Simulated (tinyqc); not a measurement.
RHF in the 6-31g basis, for H3-, spin multiplicity 1, step by step. The basis has no diffuse functions, so it cannot describe the extra electron: this is an exercise in the method, not the real anion. One step of it, computed by the program tinyqc.

Task: Iteration 3: building the Fock matrix. J_ij = sum D_kl (ij|kl), K_ij = sum D_kl (ik|jl); F = H + J - 0.5 K; E = tr D H + tr D J / 2 - 0.25 tr D K + E_nn.

D after iteration 2, lower triangle:
```
          1H 1s     1H 2s      2H 1s      2H 2s     3H 1s     3H 2s
1H 1s  0.106168
1H 2s  0.151665  0.216660
2H 1s  0.075891  0.108413   0.144780
2H 2s  0.126985  0.181403   0.342055   0.849358
3H 1s  0.075891  0.108413  -0.036284  -0.160514  0.144780
3H 2s  0.126985  0.181403  -0.160514  -0.545593  0.342055  0.849358
```

core Hamiltonian H = T + V (hartree), lower triangle:
```
           1H 1s      1H 2s      2H 1s      2H 2s      3H 1s      3H 2s
1H 1s  -1.080479
1H 2s  -1.023332  -1.179985
2H 1s  -0.260869  -0.482782  -0.874761
2H 2s  -0.519223  -0.753149  -0.888395  -0.995186
3H 1s  -0.260869  -0.482782  -0.002076  -0.064999  -0.874761
3H 2s  -0.519223  -0.753149  -0.064999  -0.221341  -0.888395  -0.995186
```

Two-electron integrals (ij|kl) in chemists' order, unique and non-zero (hartree):
```
(11|11) 1.076566   (21|11) 0.578470   (21|21) 0.329423   (22|11) 0.587396
(22|21) 0.361304   (22|22) 0.453150   (31|11) 0.080698   (31|21) 0.048346
(31|22) 0.057179   (31|31) 0.011450   (32|11) 0.147452   (32|21) 0.094043
(32|22) 0.126223   (32|31) 0.025163   (32|32) 0.068864   (33|11) 0.410272
(33|21) 0.267923   (33|22) 0.380971   (33|31) 0.080698   (33|32) 0.254738
(33|33) 1.076566   (41|11) 0.254738   (41|21) 0.146550   (41|22) 0.163353
(41|31) 0.025163   (41|32) 0.050478   (41|33) 0.147452   (41|41) 0.068864
(42|11) 0.321384   (42|21) 0.200719   (42|22) 0.260628   (42|31) 0.040001
(42|32) 0.098373   (42|33) 0.321384   (42|41) 0.098373   (42|42) 0.174818
(43|11) 0.267923   (43|21) 0.173942   (43|22) 0.245075   (43|31) 0.048346
(43|32) 0.146550   (43|33) 0.578470   (43|41) 0.094043   (43|42) 0.200719
(43|43) 0.329423   (44|11) 0.380971   (44|21) 0.245075   (44|22) 0.342556
(44|31) 0.057179   (44|32) 0.163353   (44|33) 0.587396   (44|41) 0.126223
(44|42) 0.260628   (44|43) 0.361304   (44|44) 0.453150   (51|11) 0.080698
(51|21) 0.048346   (51|22) 0.057179   (51|31) 0.005282   (51|32) 0.010729
(51|33) 0.030970   (51|41) 0.018925   (51|42) 0.026504   (51|43) 0.020382
(51|44) 0.030667   (51|51) 0.011450   (52|11) 0.147452   (52|21) 0.094043
(52|22) 0.126223   (52|31) 0.010729   (52|32) 0.023250   (52|33) 0.068801
(52|41) 0.036953   (52|42) 0.057256   (52|43) 0.045289   (52|44) 0.068611
(52|51) 0.025163   (52|52) 0.068864   (53|11) 0.000336   (53|21) 0.000187
(53|22) 0.000198   (53|31) 0.000027   (53|32) 0.000051   (53|33) 0.000142
(53|41) 0.000083   (53|42) 0.000109   (53|43) 0.000092   (53|44) 0.000131
(53|51) 0.000027   (53|52) 0.000051   (53|53) 1.08e-07   (54|11) 0.017599
(54|21) 0.010914   (54|22) 0.013789   (54|31) 0.001241   (54|32) 0.002605
(54|33) 0.007611   (54|41) 0.004317   (54|42) 0.006394   (54|43) 0.005008
(54|44) 0.007550   (54|51) 0.002653   (54|52) 0.006486   (54|53) 0.000006
(54|54) 0.000650   (55|11) 0.410272   (55|21) 0.267923   (55|22) 0.380971
(55|31) 0.030970   (55|32) 0.068801   (55|33) 0.205745   (55|41) 0.105002
(55|42) 0.169105   (55|43) 0.135440   (55|44) 0.205667   (55|51) 0.080698
(55|52) 0.254738   (55|53) 0.000142   (55|54) 0.022110   (55|55) 1.076566
(61|11) 0.254738   (61|21) 0.146550   (61|22) 0.163353   (61|31) 0.018925
(61|32) 0.036953   (61|33) 0.105002   (61|41) 0.062033   (61|42) 0.084508
(61|43) 0.068770   (61|44) 0.100206   (61|51) 0.025163   (61|52) 0.050478
(61|53) 0.000083   (61|54) 0.005710   (61|55) 0.147452   (61|61) 0.068864
(62|11) 0.321384   (62|21) 0.200719   (62|22) 0.260628   (62|31) 0.026504
(62|32) 0.057256   (62|33) 0.169105   (62|41) 0.084508   (62|42) 0.132153
(62|43) 0.110762   (62|44) 0.163842   (62|51) 0.040001   (62|52) 0.098373
(62|53) 0.000109   (62|54) 0.010019   (62|55) 0.321384   (62|61) 0.098373
(62|62) 0.174818   (63|11) 0.017599   (63|21) 0.010914   (63|22) 0.013789
(63|31) 0.002653   (63|32) 0.006486   (63|33) 0.022110   (63|41) 0.005710
(63|42) 0.010019   (63|43) 0.013077   (63|44) 0.015253   (63|51) 0.001241
(63|52) 0.002605   (63|53) 0.000006   (63|54) 0.000296   (63|55) 0.007611
(63|61) 0.004317   (63|62) 0.006394   (63|63) 0.000650   (64|11) 0.087422
(64|21) 0.053773   (64|22) 0.067442   (64|31) 0.008510   (64|32) 0.018786
(64|33) 0.056700   (64|41) 0.024312   (64|42) 0.038789   (64|43) 0.036474
(64|44) 0.050982   (64|51) 0.008510   (64|52) 0.018786   (64|53) 0.000029
(64|54) 0.002052   (64|55) 0.056700   (64|61) 0.024312   (64|62) 0.038789
(64|63) 0.002052   (64|64) 0.010037   (65|11) 0.267923   (65|21) 0.173942
(65|22) 0.245075   (65|31) 0.020382   (65|32) 0.045289   (65|33) 0.135440
(65|41) 0.068770   (65|42) 0.110762   (65|43) 0.089158   (65|44) 0.135320
(65|51) 0.048346   (65|52) 0.146550   (65|53) 0.000092   (65|54) 0.013077
(65|55) 0.578470   (65|61) 0.094043   (65|62) 0.200719   (65|63) 0.005008
(65|64) 0.036474   (65|65) 0.329423   (66|11) 0.380971   (66|21) 0.245075
(66|22) 0.342556   (66|31) 0.030667   (66|32) 0.068611   (66|33) 0.205667
(66|41) 0.100206   (66|42) 0.163842   (66|43) 0.135320   (66|44) 0.204558
(66|51) 0.057179   (66|52) 0.163353   (66|53) 0.000131   (66|54) 0.015253
(66|55) 0.587396   (66|61) 0.126223   (66|62) 0.260628   (66|63) 0.007550
(66|64) 0.050982   (66|65) 0.361304   (66|66) 0.453150
```

nuclear repulsion = 1.02872708 hartree

Give: Coulomb J; exchange K; Fock matrix F; total energy of this density.

Result:

Coulomb J (hartree), lower triangle:
```
       1H 1s  1H 2s  2H 1s  2H 2s  3H 1s  3H 2s
1H 1s  1.894
1H 2s  1.181  1.559
2H 1s  0.209  0.527  1.813
2H 2s  0.543  0.950  1.107  1.414
3H 1s  0.209  0.527  0.001  0.053  1.813
3H 2s  0.543  0.950  0.053  0.232  1.107  1.414
```

exchange K (hartree), lower triangle:
```
       1H 1s  1H 2s   2H 1s  2H 2s  3H 1s  3H 2s
1H 1s  0.717
1H 2s  0.715  0.886
2H 1s  0.316  0.507   0.970
2H 2s  0.462  0.650   0.862  0.901
3H 1s  0.316  0.507  -0.035  0.048  0.970
3H 2s  0.462  0.650   0.048  0.165  0.862  0.901
```

Fock matrix F (hartree), lower triangle:
```
        1H 1s   1H 2s   2H 1s   2H 2s   3H 1s   3H 2s
1H 1s   0.455
1H 2s  -0.200  -0.064
2H 1s  -0.210  -0.209   0.453
2H 2s  -0.208  -0.128  -0.213  -0.032
3H 1s  -0.210  -0.209   0.016  -0.036   0.453
3H 2s  -0.208  -0.128  -0.036  -0.072  -0.213  -0.032
```

total energy of this density = -1.54480 hartree
